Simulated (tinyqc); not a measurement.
Carrier statistics of a doped semiconductor with parabolic bands: one step. The neutral state. Five cases, with inputs chosen for the exercise.

Problem. Solve the neutrality condition for EF to convergence.

Energies are counted from Ev, so Ec = Eg. n = Nc F_1/2((EF - Eg)/kT), p = Nv F_1/2(-EF/kT), ND+ = ND/(1 + 2 exp((EF - Eg + ED)/kT)), NA- = NA/(1 + 4 exp((EA - EF)/kT)); neutrality asks p + ND+ = n + NA-. F_j(eta) = (1/Gamma(j + 1)) integral_0^infinity x^j dx/(1 + exp(x - eta)), which tends to exp(eta) for eta << 0.

Case 1.

Values chosen (near those of SiC; shifted at random, so the results belong to these values and not to a real crystal): ND = 1.3e+12 1/cm^3 (donors); NA = 1e+18 1/cm^3 (acceptors); ED = 0.059 eV (donor level below Ec); EA = 0.209 eV (acceptor level above Ev).

Eg = 3.2622374 eV
kT = 0.02154333 eV
Nc = 1.357246e+19 1/cm^3
Nv = 2.317288e+19 1/cm^3

Case 2.

Values chosen (near those of Ge; shifted at random, so the results belong to these values and not to a real crystal): ND = 1.2e+12 1/cm^3 (donors); NA = 5.7e+16 1/cm^3 (acceptors); ED = 0.012 eV (donor level below Ec); EA = 0.0114 eV (acceptor level above Ev).

Eg = 0.5894513 eV
kT = 0.04308667 eV
Nc = 2.179482e+19 1/cm^3
Nv = 1.085030e+19 1/cm^3

Case 3.

Values chosen (near those of GaP; shifted at random, so the results belong to these values and not to a real crystal): ND = 3.4e+17 1/cm^3 (donors); NA = 8.2e+12 1/cm^3 (acceptors); ED = 0.0904 eV (donor level below Ec); EA = 0.0561 eV (acceptor level above Ev).

Eg = 2.3244584 eV
kT = 0.01292600 eV
Nc = 9.514929e+18 1/cm^3
Nv = 6.591565e+18 1/cm^3

Case 4.

Values chosen (near those of Si; shifted at random, so the results belong to these values and not to a real crystal): ND = 5.8e+14 1/cm^3 (donors); NA = 3.7e+12 1/cm^3 (acceptors); ED = 0.0447 eV (donor level below Ec); EA = 0.0438 eV (acceptor level above Ev).

Eg = 1.0555957 eV
kT = 0.04308667 eV
Nc = 5.695923e+19 1/cm^3
Nv = 2.302417e+19 1/cm^3

Case 5.

Values chosen (near those of GaP; shifted at random, so the results belong to these values and not to a real crystal): ND = 3.4e+14 1/cm^3 (donors); NA = 2e+14 1/cm^3 (acceptors); ED = 0.0908 eV (donor level below Ec); EA = 0.055 eV (acceptor level above Ev).

Eg = 2.2835193 eV
kT = 0.02154333 eV
Nc = 1.992377e+19 1/cm^3
Nv = 1.409993e+19 1/cm^3

Give: EF; n; p; ND+; NA-.

Solution.

Case 1.

EF = 0.1535 eV
n = 2.90e-44 1/cm^3
p = 1.86e+16 1/cm^3
ND+ = 1.30e+12 1/cm^3
NA- = 1.87e+16 1/cm^3

The material is p-type; 1.9 % of the acceptors are ionised. EF lies 7.12 kT inside the gap from the valence edge, so Boltzmann statistics would serve; n p/(Nc Nv exp(-Eg/kT)) = 1.000.

Case 2.

EF = 0.2239 eV
n = 4.51e+15 1/cm^3
p = 5.99e+16 1/cm^3
ND+ = 1.20e+12 1/cm^3
NA- = 5.54e+16 1/cm^3

The material is p-type; 97.2 % of the acceptors are ionised. EF lies 5.20 kT inside the gap from the valence edge, so Boltzmann statistics would serve; n p/(Nc Nv exp(-Eg/kT)) = 0.998.

Case 3.

EF = 2.2525 eV
n = 3.64e+16 1/cm^3
p = 1.37e-57 1/cm^3
ND+ = 3.64e+16 1/cm^3
NA- = 8.20e+12 1/cm^3

The material is n-type; 10.7 % of the donors are ionised. EF lies 5.57 kT inside the gap from the conduction edge, so Boltzmann statistics would serve; n p/(Nc Nv exp(-Eg/kT)) = 0.999.

Case 4.

EF = 0.5635 eV
n = 6.24e+14 1/cm^3
p = 4.81e+13 1/cm^3
ND+ = 5.80e+14 1/cm^3
NA- = 3.70e+12 1/cm^3

The material is n-type; 100.0 % of the donors are ionised. EF lies 11.42 kT inside the gap from the conduction edge, so Boltzmann statistics would serve; n p/(Nc Nv exp(-Eg/kT)) = 1.000.

Case 5.

EF = 2.0278 eV
n = 1.40e+14 1/cm^3
p = 1.86e-22 1/cm^3
ND+ = 3.40e+14 1/cm^3
NA- = 2.00e+14 1/cm^3

The material is n-type; 99.9 % of the donors are ionised. EF lies 11.87 kT inside the gap from the conduction edge, so Boltzmann statistics would serve; n p/(Nc Nv exp(-Eg/kT)) = 1.000.

Computed by tinyqc, one run a case: `OMP_NUM_THREADS=1 python tinyqc.py N N+1 out.jsonl` with N = 1650139, 1650237, 1650412, 1650505, 1650520; one thread of a shared Intel(R) Xeon(R) Processor @ 2.30GHz, about 0.01 s a run at most.
